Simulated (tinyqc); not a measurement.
Leaving out one process at a time: Debye-Callaway model of lattice thermal conductivity. Computed by tinyqc, a small Python program. Command: `OMP_NUM_THREADS=1 python tinyqc.py 3016321 3016322 out.jsonl callaway walk`. One thread of a shared host (Intel(R) Xeon(R) Processor @ 2.30GHz), about 0.01 s of CPU time with the checks.

Three acoustic branches with one velocity v, cut at omega_D = k_B Theta/hbar; x = hbar omega/(k_B T). v and Theta are separate inputs: Theta cuts off the heat-carrying modes, so C need not reach 3 k_B/V. gamma is an effective value that sets the umklapp rate. Heat flows along the film.

Inputs (values chosen for the exercise, modelled on sodium chloride):
```
quantity                                value        unit
sound velocity v                         2790         m/s
Debye temperature Theta                   291           K
volume per atom V                        22.4  angstrom^3
mean atomic mass M                       29.2           u
effective Grueneisen parameter gamma     2.51           -
umklapp exponent divisor b                  3           -
mass variance Gamma                   0.00023           -
film thickness t                        0.082  micrometre
specularity p                               0           -
normal-process factor f_N                 4.5           -
temperature T                             300           K
```

Sample: film. Point defects: isotopes. Normal processes: included.

Constants: k_B = 1.380649e-23 J/K; hbar = 1.054571817e-34 J s; u = 1.6605390666e-27 kg.

Method:
- Gamma is given directly by the isotope mixture. A = V Gamma/(4 pi v^3).
- Rates: point defects A omega^4; umklapp B omega^2 T exp(-Theta/(b T)) with B = hbar gamma^2/(M v^2 Theta); normal processes f_N B omega^2 T (T/Theta)^2. Film: the bulk time tau of each mode, from the resistive rates above, is multiplied by the Fuchs-Sondheimer factor F = (3/2) int_0^1 (1 - u^2) [1 - (1 - p) (u/d) (1 - E)/(1 - p E)] du, with E = exp(-d/u), d = t/(v tau), by 48 Gauss-Legendre points in z with u = z^4; the boundary rate is defined as 1/(F tau) - 1/tau.
- kappa_1 = c int tau_C g dx, g = x^4 e^x/(e^x - 1)^2, c = (k_B/(2 pi^2 v)) (k_B T/hbar)^3, over 0 < x < min(Theta/T, 40), by 96 Gauss-Legendre points in s with x = x_max s^2; 1/tau_C = 1/tau_R + 1/tau_N; kappa_2 = c [int (tau_C/tau_N) g dx]^2 / int (tau_C/(tau_N tau_R)) g dx; kappa = kappa_1 + kappa_2.

Rayleigh coefficient A = 1.88779e-44 s^3

Conductivity at T:
```
case                   kappa (W/(m K))  ratio to all
all processes                   4.1621             1
without point defects           4.2154        1.0128
without boundaries              4.2564        1.0227
```

What follows from these numbers?

Removing boundaries raises kappa most, by a factor 1.02; removing point defects gives only 1.01.
